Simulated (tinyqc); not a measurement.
Shockley state of an s-p chain by decimation: one step. Bulk bands. Five cases, with inputs chosen for the exercise.

Problem. Levels and s weight of the lower band at k = j pi/6.

Each site has s at -d/2 and p at +d/2: H0 = diag(-d/2, d/2). The block to the next site on the right is H1 = [[-ts, u], [-u, tp]] (rows s, p of site n; columns s, p of site n + 1). Bulk: H(k) = [[-d/2 - 2 ts cos k, 2i u sin k], [-2i u sin k, d/2 + 2 tp cos k]]. The bands are inverted at k = pi if d < 2 (ts + tp).

Case 1.

Values chosen: d = 1.66 eV (Ep - Es); ts = 1.37 eV (s-s hopping); tp = 0.87 eV (p-p hopping); u = 0.61 eV (s-p hopping).

Case 2.

Values chosen: d = 1.15 eV (Ep - Es); ts = 1.44 eV (s-s hopping); tp = 1.2 eV (p-p hopping); u = 1.2 eV (s-p hopping).

Case 3.

Values chosen: d = 7.97 eV (Ep - Es); ts = 1.46 eV (s-s hopping); tp = 1.68 eV (p-p hopping); u = 1.15 eV (s-p hopping).

Case 4.

Values chosen: d = 1.95 eV (Ep - Es); ts = 0.98 eV (s-s hopping); tp = 1.47 eV (p-p hopping); u = 1.3 eV (s-p hopping).

Case 5.

Values chosen: d = 5.34 eV (Ep - Es); ts = 1.13 eV (s-s hopping); tp = 0.77 eV (p-p hopping); u = 0.44 eV (s-p hopping).

Give: Bands.

Solution.

Case 1.

Bands:
```
k/pi   lower (eV)  upper (eV)  s weight, lower
0.000     -3.5700      2.5700            1.000
0.167     -3.2693      2.4033            0.988
0.333     -2.4678      1.9678            0.940
0.500     -1.4756      1.4756            0.781
0.667     -0.8456      1.3456            0.368
0.833     -0.8335      1.6995            0.062
1.000     -0.9100      1.9100            0.000
```

The lower band is s-like at k = 0 and p-like at pi: the bands are inverted, and the gap is a hybridisation gap that can hold a Shockley state.

Case 2.

Bands:
```
k/pi   lower (eV)  upper (eV)  s weight, lower
0.000     -3.4550      2.9750            1.000
0.167     -3.3106      2.8949            0.961
0.333     -2.9327      2.6927            0.837
0.500     -2.4679      2.4679            0.616
0.667     -2.0879      2.3279            0.331
0.833     -1.8823      2.2980            0.091
1.000     -1.8250      2.3050            0.000
```

The lower band is s-like at k = 0 and p-like at pi: the bands are inverted, and the gap is a hybridisation gap that can hold a Shockley state.

Case 3.

Bands:
```
k/pi   lower (eV)  upper (eV)  s weight, lower
0.000     -6.9050      7.3450            1.000
0.167     -6.6117      6.9928            0.993
0.333     -5.7913      6.0113            0.971
0.500     -4.6011      4.6011            0.933
0.667     -3.2405      3.0205            0.886
0.833     -1.9006      1.5196            0.870
1.000     -1.0650      0.6250            1.000
```

The lower band is s-like at k = 0 and s-like at pi: no inversion, an ordinary gap.

Case 4.

Bands:
```
k/pi   lower (eV)  upper (eV)  s weight, lower
0.000     -2.9350      3.9150            1.000
0.167     -2.9342      3.7829            0.961
0.333     -2.9030      3.3930            0.849
0.500     -2.7768      2.7768            0.676
0.667     -2.5105      2.0205            0.445
0.833     -2.1579      1.3092            0.169
1.000     -1.9650      0.9850            0.000
```

The lower band is s-like at k = 0 and p-like at pi: the bands are inverted, and the gap is a hybridisation gap that can hold a Shockley state.

Case 5.

Bands:
```
k/pi   lower (eV)  upper (eV)  s weight, lower
0.000     -4.9300      4.2100            1.000
0.167     -4.6496      4.0261            0.997
0.333     -3.8794      3.5194            0.989
0.500     -2.8113      2.8113            0.975
0.667     -1.7013      2.0613            0.957
0.833     -0.8033      1.4268            0.959
1.000     -0.4100      1.1300            1.000
```

The lower band is s-like at k = 0 and s-like at pi: no inversion, an ordinary gap.

Computed by tinyqc, one run a case: `OMP_NUM_THREADS=1 python tinyqc.py N N+1 out.jsonl` with N = 1481268, 1481271, 1481279, 1481302, 1481657; one thread of a shared Intel(R) Xeon(R) Processor @ 2.30GHz, about 0.4 s a run at most.
